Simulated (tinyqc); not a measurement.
Lateral field, substrate current, probability of reaching the oxide barrier and hot-carrier lifetime of a silicon transistor (pseudo-two-dimensional and lucky-electron models): one step, computed by the program tinyqc.

Local-field models: a lucky carrier gains its energy at the peak field over a path free of collisions. Voltages are magnitudes.

Task: Peak lateral field. C_ox = 3.9 eps_0/t; F_sat = 2 v_s/mu; V_Dsat = V_ov F_sat L/(V_ov + F_sat L), V_ov = V_G - V_T; I_D/W = C_ox v_s (V_ov - V_Dsat). Scale length l = 0.22 t^(1/3) x_j^(1/2) (all in cm); F_m = sqrt(((V_D - V_Dsat)/l_e)^2 + F_sat^2), with l_e = l + L_n; length of the velocity-saturated region l_e ln((V_D - V_Dsat)/(l_e F_sat) + F_m/F_sat).

Inputs (values chosen for the exercise, modelled on a silicon p-channel): channel length L = 780 nm; oxide thickness t = 15 nm; junction depth x_j = 260 nm; mobility mu = 98 cm^2/(V s); saturation velocity v_s = 0.75 1e7 cm/s; threshold voltage V_T = 0.76 V; gate voltage V_G = 8.7 V; drain voltage V_D = 14 V; ionisation prefactor A_i = 7.4e+06 1/cm; ionisation field B_i = 3.7 MV/cm; hot-carrier mean free path lambda = 5.1 nm; oxide barrier phi_b = 4.6 eV; interface-trap threshold phi_it = 4.5 eV; lifetime constant H = 5 s microampere/micrometre; length of the depleted extension L_n = 110 nm.

Drain: lightly doped extension.

Constants: eps_0 = 8.8541878128e-12 F/m.

Give: scale length l; peak field F_m; velocity-saturated length; energy gained over one free path, e lambda F_m.

Result:

scale length l = 128.41 nm

peak field F_m = 416.36 kV/cm

velocity-saturated length = 395.34 nm

energy gained over one free path, e lambda F_m = 0.21234 eV
